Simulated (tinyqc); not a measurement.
Inside a calculation. Model: sheet resistance and Hall data of a diffused or implanted layer. Computed by tinyqc, a small Python program that keeps every step. Command: `OMP_NUM_THREADS=1 python tinyqc.py 3013512 3013513 out.jsonl layer walk`. One thread of a shared host (Intel(R) Xeon(R) Processor @ 2.30GHz), about 0.01 s of CPU time with the checks. Intermediate numbers are printed to about 6 digits and carried at full precision; extremes and crossings named in words are read from the listed rows.

Carriers are taken equal to the net active doping down to the junction (full ionisation, which deep dopants in wide-gap hosts do not reach; no spill-over, no depletion), and the Hall factor is 1.

Inputs (values chosen for the exercise, modelled on aluminium in 4H-SiC):
```
quantity                                 value        unit
mu_min                                    16.3  cm^2/(V s)
mu_max                                     126  cm^2/(V s)
N_ref                                  1.9e+19      1/cm^3
exponent alpha                            0.34           -
peak concentration N_0                 1.3e+19      1/cm^3
length scale l                              63          nm
background doping N_B (opposite type)  1.6e+16      1/cm^3
probe current I                            0.5          mA
magnetic field B                           0.3           T
projected range R_p                        130          nm
```

Profile: buried Gaussian (implant). Activation: complete.

Constants: e = 1.602176634e-19 C.

## Dose and junction depth

N(x) = N_0 exp(-(x - R_p)^2/(2 l^2)) for x > 0, dose N_0 l sqrt(pi/2) erfc(-R_p/(l sqrt 2)), junction x_j = R_p + l sqrt(2 ln(N_0/N_B)); the layer starts at x_0 = max(0, 2 R_p - x_j).

dose = 2.01283e+14 1/cm^2

junction depth x_j = 360.620 nm

## Profile

Mobility mu = mu_min + (mu_max - mu_min)/(1 + (N_t/N_ref)^alpha), N_t = active doping + N_B; carriers n = active doping - N_B, all dopants active. sigma = e n mu.

Depth, doping, carriers, mobility and conductivity at 2, 10, 20, 35, 50, 65, 80, 90 and 98 % of the layer:
```
x (nm)    N (1/cm^3)   n (1/cm^3)  mu (cm^2/(V s))  sigma (S/cm)
7.212    1.94572e+18  1.92972e+18           91.330   2.82369e+01
36.062   4.27716e+18  4.26116e+18           84.731   5.78471e+01
72.124   8.52476e+18  8.50876e+18           78.560   1.07097e+02
126.217  1.29766e+19  1.29606e+19           74.689   1.55093e+02
180.310  9.45073e+18  9.43473e+18           77.616   1.17325e+02
234.403  3.29304e+18  3.27704e+18           86.984   4.56700e+01
288.496  5.48979e+17  5.32979e+17          100.514   8.58317e+00
324.558  1.10405e+17  9.44047e+16          109.117   1.65043e+00
353.407  2.41700e+16  8.17004e+15          113.969   1.49184e-01
```

The mobility varies by a factor 1.5 across these points and the conductivity by 1040.

## Sheet values

Integrals from x_0 (0 unless stated) to x_j by the midpoint rule on 400 even intervals: 1/R_s = e int n mu dx; sheet density n_s = int n dx; Hall sheet density (int n mu dx)^2/int n mu^2 dx; Hall mobility int n mu^2 dx/int n mu dx. Mean conductivity 1/(R_s x_j); mean mobility 1/(e n_s R_s).

sheet resistance R_s = 395.381 ohm

sheet density n_s = 2.00680e+14 1/cm^2

mean mobility = 78.6628 cm^2/(V s)

Hall sheet density = 1.99863e+14 1/cm^2

Hall mobility = 78.9844 cm^2/(V s)

mean conductivity 1/(R_s x_j) = 70.1350 S/cm

Carriers amount to 99.7 % of the dose. A Hall measurement weights the mobile tail and reports 99.6 % of n_s.

## What the probes read

Collinear four-point probe on a large thin layer: V = I R_s ln(2)/pi. Van der Pauw on a symmetric sample: R = R_s ln(2)/pi as well. Hall voltage V_H = I B/(e x Hall sheet density); tangent of the Hall angle V_H/(I R_s).

four-point voltage = 43.6176 mV

Hall voltage = 0.468434 mV

tangent of the Hall angle = 0.00236953

## Shortcuts against the integral

Shortcuts: R_s = 1/(e Q mu) with the dose Q and the mobility at the (active) peak concentration; 1/(e n_s mu) with mu at N_t = n_s/x_j + N_B; 1/(e Q mu_max).

Sheet resistances:
```
method                                   R_s (ohm)  deviation (%)
integral                                   395.381         0.0000
dose, mobility at the peak                 415.263         5.0287
n_s, mobility at the mean concentration    377.398        -4.5483
dose, mu_max                               246.100       -37.7562
```

The closest shortcut is «n_s, mobility at the mean concentration» (-4.5 %). The peak mobility is the lowest in the layer, so with full activation it overestimates R_s.

## Stripping the layer step by step

After removing a depth d the integrals start at d. Differences between neighbouring rows give the local conductivity -d(1/R_s)/dx at the middle of the slice (the last slice uses one more step, not listed).

Differential sheet resistance:
```
removed d (nm)  R_s (ohm)  slice conductivity (S/cm)  sigma at mid-slice (S/cm)
0                   395.4                     38.660                     37.828
36                  418.4                     81.869                     81.618
72                  477.3                    129.102                    130.116
108                 613.3                    153.239                    155.064
144                 926.9                    137.416                    138.699
180                1711.8                     92.880                     92.879
216                4003.1                     46.894                     46.110
252               12347.0                     17.360                     16.630
```

R_s doubles after removing between 108 and 144 nm of a layer 361 nm deep, so half the current flows above that depth. Where sigma exceeds a tenth of its largest listed value, the slice values agree with it within 5 %.

Checks made by the program: conductance integral against adaptive quadrature (relative difference 1e-06).
